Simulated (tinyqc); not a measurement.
Sub-threshold conduction and electro-thermal threshold of an amorphous chalcogenide: threshold against amorphous thickness.

Trap-limited conduction: I = I0 exp(-Ea/kB T) sinh(q V dz/(2 ua kB T)), I0 = 2 q A Nt dz/ta. One lumped temperature T = T0 + Rt I V. The threshold is the largest V for which a steady state exists on the low-current branch.

The threshold is the first local maximum over T of the V that solves Rt I(V, T) V = T - T0. Rt is held fixed.

Parameters, values chosen for the exercise; values of the order of Ge-Sb-Te and related chalcogenides: ambient temperature T0 = 358 K; cross-section A = 950 nm^2; distance between traps dz = 5.1 nm; activation energy Ea = 0.3 eV; trap density Nt = 5.7e18 cm^-3; attempt time ta = 1e-14 s; thermal resistance Rt = 7.4 K/uW.

Constants: q = 1.602176634e-19 C, kB = 1.380649e-23 J/K. Results are converted to the units shown.

Results:
```
ua (nm),Vth (V),T - T0 (K),Ith (uA),field (MV/cm)
18,1.129,175.5,21.01,0.6272
30,1.678,131.4,10.59,0.5593
36,1.931,121.8,8.525,0.5363
42,2.173,115.0,7.151,0.5174
48,2.406,109.8,6.168,0.5012
54,2.631,105.7,5.431,0.4872
60,2.849,102.4,4.857,0.4748
```

Estimate the missing row, ua = 24 nm.

Computed row:
```
ua (nm),Vth (V),T - T0 (K),Ith (uA),field (MV/cm)
24,1.412,146.5,14.02,0.5882
```

With this row back in the table: Vth rises from 1.13 to 2.85 V, as ua^(0.77), and the threshold field falls from 0.627 to 0.475 MV/cm; Ith falls from 21.0 to 4.86 uA. A power of 1 would mean a fixed threshold field.

Range of the model: Purely electronic switching mechanisms, filaments and series resistance are left out.

tinyqc, about 0.02 s, one thread, Intel Xeon 2.30GHz (shared host): `OMP_NUM_THREADS=1 python tinyqc.py 2490148 2490149 out.jsonl`
